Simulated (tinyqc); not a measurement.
On-chip interconnect, size-dependent resistivity and RC delay: delay against the aspect ratio.

A rectangular line between two neighbours and two ground planes. Surface and grain-boundary scattering are added to the bulk resistivity as corrections; capacitances are parallel-plate values without fringing; inductance is ignored.

Metal width x = wd - 2 tl, height y = AR wd - tl; grain boundaries (Mayadas-Shatzkes): al = (lam/(gr x)) Rg/(1 - Rg), g = 1/[1 - 3 al/2 + 3 al^2 - 3 al^3 ln(1 + 1/al)] - 1; surfaces (Fuchs-Sondheimer, thick limit): s = (3/8) lam (1 - ps)(1/x + 1/y); rho = rho0 (1 + g + s); r = rho/(x y); c = eps0 ek (2 wd/hd + 2 Mf AR wd/sp). Elmore delay tE = Rd (c Lw + Cl) + r Lw (c Lw/2 + Cl); t50 is the time at which the far end of a ladder of 30 pi sections (half capacitances at both ends, Cl at the far end, a step applied through Rd) reaches half the step; line share r Lw/(Rd + r Lw); estimate 0.69 Rd (c Lw + Cl) + 0.38 r c Lw^2 + 0.69 r Lw Cl.

Inputs (values chosen for the exercise); metal values close to those of copper:
```
symbol,value,unit,meaning
rho0,1.66,uohm cm,bulk resistivity
lam,40.6,nm,bulk mean free path
ps,0.4,,specular share of surface scattering
Rg,0.32,,reflection coefficient of grain boundaries
gr,2,,grain size over the metal width
wd,8.4,nm,drawn line width
tl,1.7,nm,"liner on both walls and the bottom, not conducting"
sp,8.4,nm,space to the neighbouring lines
hd,15,nm,dielectric height to the planes above and below
ek,2.7,,relative permittivity of the dielectric
Mf,1,,Miller factor of the neighbours
Lw,150,um,line length
Rd,15000,ohm,driver resistance
Cl,0.13,fF,load capacitance
```

Constants: eps0 = 8.8541878128e-12 F/m. Results are converted to the units shown.

Delay against the aspect ratio:
```
AR   rho (uohm cm)  r (ohm/um)  c (fF/um)  tE (ps)  t50 (ps)  estimate (ps)  line share of the resistance (%)
0.8          12.03        4793    0.06503     3748      2838           2831                             97.96
1.2          10.82        2582    0.08415     2686      2034           2024                             96.27
1.6          10.30        1755     0.1033     2307      1746           1735                             94.61
2            10.01        1326     0.1224     2129      1611           1597                             92.99
2.4          9.830        1065     0.1415     2037      1540           1524                             91.42
2.8          9.704       889.4     0.1607     1988      1502           1484                             89.89
3.2          9.611       763.4     0.1798     1965      1483           1464                             88.42
3.6          9.540       668.5     0.1989     1958      1476           1456                             86.99
4            9.484       594.6     0.2180     1963      1478           1456                             85.60
```

Read the table: what changes, and by how much?

As AR goes from 0.8 to 4, r falls from 4790 to 595 ohm/um, c rises from 0.0650 to 0.218 fF/um and t50 goes from 2838 through a minimum of 1476 (at AR = 3.6 among the rows listed) to 1478 ps. t50/tE lies between 0.753 and 0.757, and the estimate is within 1.5 % of t50. A taller line lowers r but raises the coupling to its neighbours, which gives the minimum.

Range of the model: The metal width is under the mean free path, where the thick-limit surface term and the simple sum of corrections lose accuracy.

Computed by the program tinyqc: `OMP_NUM_THREADS=1 python tinyqc.py 2100102 2100103 out.jsonl`, one thread of a shared Intel Xeon 2.30GHz, about 0.01 s for the whole run.
